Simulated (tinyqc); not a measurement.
Worked calculation: MP2 on RHF in the sto-3g basis, for H2, spin multiplicity 1. Computed by tinyqc, a small Python program that keeps every step (integrals from PySCF). Settings: charge = 0, multiplicity = 1, basis = sto-3g, method = RHF, energy threshold = 1e-10, iteration cap = 60, orthogonalisation = symmetric, start = atomic densities, DIIS depth = 6. Command: `OMP_NUM_THREADS=1 python tinyqc.py 24602 24603 out.jsonl` (the two numbers bound the seeds that draw the settings). One thread of a shared host (Intel(R) Xeon(R) Processor @ 2.60GHz), about 0.1 s of CPU time with the checks. The early iterations of the SCF are left out here.

## One-electron integrals

Geometry (angstrom):
```
atom         x         y         z
H     0.000000  0.000000  0.000000
H     0.000000  0.000000  1.122000
```

Basis sto-3g: exponents (1/bohr^2) and contraction coefficients of normalised primitives:
```
element  l (shell)  exponent  coefficient
H            s (1)  3.425251     0.154329
H            s (1)  0.623914     0.535328
H            s (1)  0.168855     0.444635
```

Overlap, kinetic and nuclear-attraction integrals over the contracted functions; the nuclear repulsion is the sum of Za Zb / Rab.

nuclear repulsion = 0.47163744 hartree

overlap S, order 1H 1s, 2H 1s:
$$\begin{pmatrix}
1.000000 & 0.427639 \\
0.427639 & 1.000000
\end{pmatrix}$$

kinetic energy T (hartree), order 1H 1s, 2H 1s:
$$\begin{pmatrix}
0.760032 & 0.072088 \\
0.072088 & 0.760032
\end{pmatrix}$$

nuclear attraction V (hartree), order 1H 1s, 2H 1s:
$$\begin{pmatrix}
-1.689288 & -0.646776 \\
-0.646776 & -1.689288
\end{pmatrix}$$

core Hamiltonian H = T + V (hartree), order 1H 1s, 2H 1s:
$$\begin{pmatrix}
-0.929256 & -0.574688 \\
-0.574688 & -0.929256
\end{pmatrix}$$

## Two-electron integrals

Functions are numbered as in S; the eight-fold symmetry (ij|kl) = (ji|kl) = (kl|ij) leaves the list below.

Two-electron integrals (ij|kl) in chemists' order, unique and non-zero (hartree):
```
(11|11) 0.774606   (21|11) 0.256603   (21|21) 0.113579   (22|11) 0.440143
(22|21) 0.256603   (22|22) 0.774606
```

## Orthogonalisation

S = U s U^T; symmetric (Loewdin) form X = U s^(-1/2) U^T, so that X^T S X = 1.

eigenvalues of S: [0.572361, 1.427639]

X, order 1H 1s, 2H 1s:
$$\begin{pmatrix}
1.079366 & -0.242432 \\
-0.242432 & 1.079366
\end{pmatrix}$$

## Starting guess

The start is atomic minimal-basis densities projected into this basis (PySCF's MINAO start) and scaled to the electron count of each spin; this density is not idempotent, so its energy is not variational and may lie below the converged one.

D at the start, order 1H 1s, 2H 1s:
$$\begin{pmatrix}
0.960240 & 0.092975 \\
0.092975 & 0.960240
\end{pmatrix}$$

## Iteration 3 (converged): orbitals

converged F (hartree), order 1H 1s, 2H 1s:
$$\begin{pmatrix}
-0.209705 & -0.429764 \\
-0.429764 & -0.209705
\end{pmatrix}$$

Diagonalise F' = X^T F X, C = X C', fill 1 alpha and 1 beta electrons from the bottom; D = 2 C_occ C_occ^T. Each column has its largest component positive (the first on a tie).

F' = X^T F X (hartree):
$$\begin{pmatrix}
-0.031722 & -0.416198 \\
-0.416198 & -0.031722
\end{pmatrix}$$

orbital energies (hartree): MO1 -0.447920, MO2 0.384476

coefficients C, order 1H 1s, 2H 1s:
$$\begin{pmatrix}
0.591801 & 0.934652 \\
0.591801 & -0.934652
\end{pmatrix}$$

D after iteration 3, order 1H 1s, 2H 1s:
$$\begin{pmatrix}
0.700457 & 0.700457 \\
0.700457 & 0.700457
\end{pmatrix}$$

## Convergence

Stop when the energy changes by less than 1e-10 hartree and every element of the error matrix X^T (F D S - S D F) X is below 3e-06.

Course of the cycle:
```
iteration  E (hartree)     change  largest element of the error matrix
1          -0.66386271          -                             6.14e-17
2          -1.02973128  -3.66e-01                             3.75e-16
3          -1.02973128   2.22e-16                             1.29e-16
```

PySCF RHF in the same basis = -1.02973128 hartree

Converged in 3 iterations.

## Populations, bond orders and dipole

Mulliken: Z minus the diagonal of D S on the atom; Loewdin: the same with S^(1/2) D S^(1/2); Mayer order: 2 sum_s sum (D(s) S)_ij (D(s) S)_ji over the two atoms.

Charges (e):
```
atom  Mulliken  Loewdin
1H           0        0
2H           0        0
```

Mayer bond orders:
```
pair     order
2-1   1.000000
```

dipole moment about the origin, x y z (debye): [0.000000, 0.000000, 0.000000]

## Integrals over molecular orbitals

(pq|rs) = sum C_ip C_jq C_kr C_ls (ij|kl), one index at a time.

one-electron integrals over orbitals h = C^T H C (hartree):
$$\begin{pmatrix}
-1.053448 & 0.000000 \\
0.000000 & -0.619482
\end{pmatrix}$$

Two-electron integrals over orbitals (pq|rs), unique and non-zero (hartree):
```
(11|11) 0.605528   (21|21) 0.204658   (22|11) 0.604308   (22|22) 0.634158
```

## Second-order Moller-Plesset energy

Hartree-Fock energy = -1.02973128 hartree

E2 = sum_ijab (ia|jb) [2 (ia|jb) - (ib|ja)] / (e_i + e_j - e_a - e_b) over occupied i, j and virtual a, b; the opposite-spin part is (ia|jb)^2 / denominator, the rest is same-spin, and SCS-MP2 scales them by 6/5 and 1/3.

Terms:
```
i  j  a  b   (ia|jb)   (ib|ja)  denominator       term
1  1  2  2  0.204658  0.204658    -1.664793  -0.025159
```

Pair energies (hartree; pair i-j sums ij and ji):
```
pair  opposite spin  same spin
1-1       -0.025159   0.000000
```

MP2 correlation energy = -0.02515933 hartree

SCS-MP2 correlation energy = -0.03019120 hartree

MP2 total energy = -1.05489062 hartree
